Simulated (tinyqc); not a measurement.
Two-band k.p model of the Delta valleys near the X point under shear strain: one step. The two bands along kz. Three cases, with inputs chosen for the exercise.

Question. kx = ky = 0, kz from 0 to 1.6 k0 in steps of 0.2 k0, with and without the strain.

Valley pair on the [001] axis, kz counted from the X point, c = hbar^2/2m0, k0 = kx0 2 pi/a. H = (c kz^2/ml + c (kx^2 + ky^2)/mt + c k0^2/ml) 1 + (2 c k0 kz/ml) sigma_z + (D exy - 2 c kx ky/Mp) sigma_x, so E = c kz^2/ml + c (kx^2 + ky^2)/mt + c k0^2/ml -/+ sqrt((2 c k0 kz/ml)^2 + (D exy - 2 c kx ky/Mp)^2). Without strain the lower band has its minima, E = 0, at kz = +/- k0. Shifts from diagonal strain are left out.

Constants: hbar^2/2m0 = 3.80998211 eV angstrom^2.

Give: a table of kz/k0, kz (1/angstrom), lower, upper, lower, no strain, upper, no strain.

Case 1.

Values chosen (near those of Si; not measured data):
- a = 5.433 angstrom (lattice constant)
- ml = 0.906 m0 (longitudinal mass)
- mt = 0.197 m0 (transverse mass)
- kx0 = 0.15 2 pi/a (distance of the minimum from X)
- D = 15.1 eV (shear deformation potential)
- Mp = 0.236 m0 (coupling mass)
- exy = 0.029 (shear strain)

Answer.

Levels (eV):
```
kz/k0  kz (1/angstrom)    lower   upper  lower, no strain  upper, no strain
0.0             0.0000  -0.3114  0.5644            0.1265            0.1265
0.2             0.0347  -0.3092  0.5724            0.0810            0.1822
0.4             0.0694  -0.3027  0.5962            0.0456            0.2480
0.6             0.1041  -0.2914  0.6356            0.0202            0.3240
0.8             0.1388  -0.2749  0.6900            0.0051            0.4100
1.0             0.1735  -0.2527  0.7589            0.0000            0.5062
1.2             0.2082  -0.2241  0.8417            0.0051            0.6125
1.4             0.2429  -0.1887  0.9379            0.0202            0.7289
1.6             0.2776  -0.1459  1.0470            0.0456            0.8555
```

Case 2.

Values chosen (near those of Si; not measured data):
- a = 5.436 angstrom (lattice constant)
- ml = 0.898 m0 (longitudinal mass)
- mt = 0.198 m0 (transverse mass)
- kx0 = 0.153 2 pi/a (distance of the minimum from X)
- D = 12.9 eV (shear deformation potential)
- Mp = 0.246 m0 (coupling mass)
- exy = 0.0013 (shear strain)

Answer.

Levels (eV):
```
kz/k0  kz (1/angstrom)    lower   upper  lower, no strain  upper, no strain
0.0             0.0000   0.1159  0.1495            0.1327            0.1327
0.2             0.0354   0.0823  0.1937            0.0849            0.1911
0.4             0.0707   0.0465  0.2614            0.0478            0.2601
0.6             0.1061   0.0203  0.3406            0.0212            0.3397
0.8             0.1415   0.0046  0.4306            0.0053            0.4299
1.0             0.1768  -0.0005  0.5313            0.0000            0.5308
1.2             0.2122   0.0049  0.6426            0.0053            0.6422
1.4             0.2476   0.0209  0.7647            0.0212            0.7643
1.6             0.2830   0.0474  0.8973            0.0478            0.8970
```

Case 3.

Values chosen (near those of Si; not measured data):
- a = 5.432 angstrom (lattice constant)
- ml = 0.89 m0 (longitudinal mass)
- mt = 0.195 m0 (transverse mass)
- kx0 = 0.152 2 pi/a (distance of the minimum from X)
- D = 13.3 eV (shear deformation potential)
- Mp = 0.238 m0 (coupling mass)
- exy = 0.0098 (shear strain)

Answer.

Levels (eV):
```
kz/k0  kz (1/angstrom)    lower   upper  lower, no strain  upper, no strain
0.0             0.0000   0.0020  0.2627            0.1323            0.1323
0.2             0.0352  -0.0031  0.2783            0.0847            0.1906
0.4             0.0703  -0.0144  0.3214            0.0476            0.2594
0.6             0.1055  -0.0255  0.3854            0.0212            0.3388
0.8             0.1407  -0.0316  0.4657            0.0053            0.4288
1.0             0.1758  -0.0304  0.5597            0.0000            0.5293
1.2             0.2110  -0.0204  0.6662            0.0053            0.6405
1.4             0.2461  -0.0011  0.7845            0.0212            0.7622
1.6             0.2813   0.0280  0.9142            0.0476            0.8946
```

Computed by tinyqc, one run a case: `OMP_NUM_THREADS=1 python tinyqc.py N N+1 out.jsonl` with N = 1080571, 1080605, 1080645; one thread of a shared Intel(R) Xeon(R) Processor @ 2.30GHz, about 0.01 s a run at most.
